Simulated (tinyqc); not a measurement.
Schottky diode by thermionic emission with image-force lowering and series resistance: two steps of the calculation.

Metal on an n-type semiconductor with one parabolic valley; V > 0 is forward bias (metal positive). I = I0 [exp(Vj/(n Vt)) - 1] with Vj = V - I Rs; I0 = S A* T^2 exp(-(phi - dphi)/Vt), the lowering dphi taken at zero bias.

Inputs (values chosen for the exercise); band and dielectric values those of a made-up semiconductor: temperature T = 250 K; ideality factor n = 1.09; series resistance Rs = 0.77 ohm; applied bias V = 2.07 V.

Constants: q = 1.602176634e-19 C, kB = 1.380649e-23 J/K, Vt = kB T/q. Results are converted to the units shown.

Task 1. Junction voltage. Fixed-point step: I = (V - Vj)/Rs, then Vj(new) = n Vt ln(1 + I/I0).

I0 = 1.7184922e-23 A
Vj at the start = 0.69 V

Find: Vj after iteration 1.

Result 1.

Vj after iteration 1 = 1.245 V

Task 2. Current and small-signal resistance. I = I0 [exp(Vj/(n Vt)) - 1], dV/dI = Rs + n Vt/(I + I0).

I0 = 1.7184922e-23 A
converged Vj = 1.2328552 V

Give: I; drop over Rs; dV/dI.

Result 2.

I = 1087 mA
drop over Rs = 0.8371 V
dV/dI = 0.7916 ohm

Numbers from tinyqc (`OMP_NUM_THREADS=1 python tinyqc.py 2640037 2640038 out.jsonl`; about 0.01 s on one thread of a shared Intel Xeon 2.30GHz).
